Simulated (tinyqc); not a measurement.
From one set of inputs to another, one input at a time: vibrations of a mass or spring defect in a linear chain. Computed by tinyqc, a small Python program. Command: `OMP_NUM_THREADS=1 python tinyqc.py 3011834 3011835 out.jsonl localmode ladder`. One thread of a shared host (Intel(R) Xeon(R) Processor @ 2.30GHz), about 0.06 s of CPU time with the checks.

A ring of N atoms with nearest-neighbour springs k and motion along the chain. Atom 1 is the defect, of mass M', and its two springs are k'. Odd sites are A (the defect replaces an A atom), even sites B.

The inputs printed are set A. Inputs not listed in the table keep their values of set A, so the rows need not describe a real material.

Inputs (values chosen for the exercise, for a model chain):

| quantity | value | unit |
|---|---|---|
| spring constant k | 3.13 | eV/angstrom^2 |
| mass M_A | 20.2 | u |
| mass M_B | 4.74 | u |
| defect mass M' | 4.95 | u |
| spring ratio k'/k at the defect | 1 | - |
| isotope mass step | 1 | u |

Host: diatomic.

Constants: nu for 1 eV/(angstrom^2 u) = 15.6333042 THz.

Method:
- Host bands: lambda from 0 to 2k/M(heavy) and from 2k/M(light) to 2k (1/M_A + 1/M_B).
- nu = 15.6333042 THz x sqrt(lambda), lambda in eV/(angstrom^2 u).
- D_ii = (sum of the two springs at i)/M_i, D_ij = -k_ij/sqrt(M_i M_j) for neighbours, closed into a ring.
- The same matrix for 120 atoms; amplitudes are the mass-weighted eigenvector, in size, relative to the defect, for the highest mode; its weight is the squared component of the normalised eigenvector on the defect.
- Raise M' by the isotope step in the 120-atom ring. First order, good only for a step much smaller than M': Delta nu/nu = -(1/2) (weight on the defect) Delta M'/M'; a defect vibrating against fixed neighbours would give sqrt(M'/(M' + step)) - 1.

Each row keeps all changes above it:

| input moved | from | to | highest frequency, long ring (THz) | ratio to the top of the host band | shift, exact (%) |
|---|---|---|---|---|---|
| set A | - | - | 23.380 | 1.1712 | -3.8394 |
| spring constant k (eV/angstrom^2) | 3.13 | 2.39 | 20.430 | 1.1712 | -3.8394 |
| mass M_A (u) | 20.2 | 61.3 | 20.333 | 1.2478 | -4.0147 |
| spring ratio k'/k at the defect | 1 | 0.95 | 19.903 | 1.2215 | -3.9221 |
| mass M_B (u) | 4.74 | 31.2 | 15.606 | 2.0761 | -7.9881 |
| defect mass M' (u) | 4.95 | 6.46 | 13.843 | 1.8416 | -6.1085 |

Where does the difference come from?

Highest frequency, long ring goes from 23.4 to 13.8, a factor 0.592 in all. The largest single move comes from mass M_B (a factor 0.784). Ratio to the top of the host band goes from 1.17 to 1.84, a factor 1.57 in all. The largest single move comes from mass M_B (a factor 1.70), and defect mass M' works against it (a factor 0.887). shift, exact goes from -3.84 to -6.11, -2.27 in all. The largest single move comes from mass M_B (-4.07), and defect mass M' works against it (+1.88). The single moves hold for this order of the switches; the total does not depend on the order.

Extremes, crossings and ranges named in words are read from the listed rows.
